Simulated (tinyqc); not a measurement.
Inside a calculation. Method: plane-wave Kohn-Sham cycle with exchange-only LDA in a layered model solid. One step of it, computed by the program tinyqc.

Task: Iteration 1: Hamiltonian at one k. H(m,m') = (k + G_m)^2/2 delta + V(G_m - G_m'), with V(-G) = V(G).

A solid whose potential varies along x alone (atomic units):
```
parameter                      value
period a                   15.200000
cross-section of the cell  31.000000
electrons per cell                 4
grid points                       16
plane waves -n..n, n               3
k points                           3
V1 in V1 cos(2 pi x/a)     -0.710000
V2 in V2 cos(4 pi x/a)     -0.030000
```

V(G_m), m = 0, 1, 2, ... (hartree): -0.200882  -0.355000  -0.015000  0.000000  0.000000  0.000000  0.000000

k = 0.000000 2 pi / a

Give: H.

Result:

H (hartree), lower triangle:
```
         -3       -2       -1       +0       +1       +2      +3
-3   0.5680
-2  -0.3550   0.1409
-1  -0.0150  -0.3550  -0.1154
+0   0.0000  -0.0150  -0.3550  -0.2009
+1   0.0000   0.0000  -0.0150  -0.3550  -0.1154
+2   0.0000   0.0000   0.0000  -0.0150  -0.3550   0.1409
+3   0.0000   0.0000   0.0000   0.0000  -0.0150  -0.3550  0.5680
```
